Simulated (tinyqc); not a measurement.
## Gate work function from the charge

Question. For an undoped double gate, Q = 8 eps0 eps_r Vt beta tan(beta)/ts with 0 < beta < pi/2, and at the source (Vg - dphi)/(2 Vt) - ln[(2/ts) sqrt(2 eps0 eps_r Vt/(q ni))] = ln(beta) - ln(cos beta) + 2 r beta tan(beta), r = eps_r tox/(eox ts). Find beta and dphi.

Inputs (values chosen for the exercise); material values close to those of germanium:

| symbol | value | unit | meaning |
|---|---|---|---|
| T | 250 | K | temperature |
| eps_r | 15.9 |  | relative permittivity of the semiconductor |
| eox | 7.7 |  | relative permittivity of the gate insulator |
| tox | 3.7 | nm | insulator thickness |
| ts | 10 | nm | body thickness |
| Vg | 0.69 | V | gate voltage |

Constants: q = 1.602176634e-19 C, kB = 1.380649e-23 J/K, Vt = kB T/q, eps0 = 8.8541878128e-14 F/cm where lengths are in cm. Results are converted to the units shown.

Qs = 1259.7464 nC/cm^2
ni = 1.6454064e12 cm^-3

Solution. beta tan(beta) rises from 0 without bound on the interval, so the charge fixes beta; the second relation is then explicit in dphi. At this charge the surface density passes 0.3 Nc, so the classical Boltzmann model is only formal.

beta = 1.32
dphi = -0.0200 V

tinyqc, about 0.03 s, one thread, Intel Xeon 2.30GHz (shared host): `OMP_NUM_THREADS=1 python tinyqc.py 2440169 2440170 out.jsonl`
